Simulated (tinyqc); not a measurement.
Transfer length from front and end resistance.

Question. A contact of length d and width W has Rc = (Rsh Lt/W) coth(d/Lt) and Re = (Rsh Lt/W)/sinh(d/Lt), with Rsh the sheet resistance under the metal and Lt = sqrt(rc/Rsh). Find Lt, Rsh and rc.

Values chosen for this exercise: contact length d = 0.13 um; contact width W = 2.4 um.

Rc = 2.9407457 ohm
Re = 1.4106733 ohm

Answer. Rc/Re = cosh(d/Lt) gives Lt, and Re then gives Rsh.

Lt = 0.0953 um
Rsh = 65.0 ohm/sq
rc = 5.90e-9 ohm cm^2

tinyqc, about 0.01 s, one thread, Intel Xeon 2.30GHz (shared host): `OMP_NUM_THREADS=1 python tinyqc.py 2760082 2760083 out.jsonl`
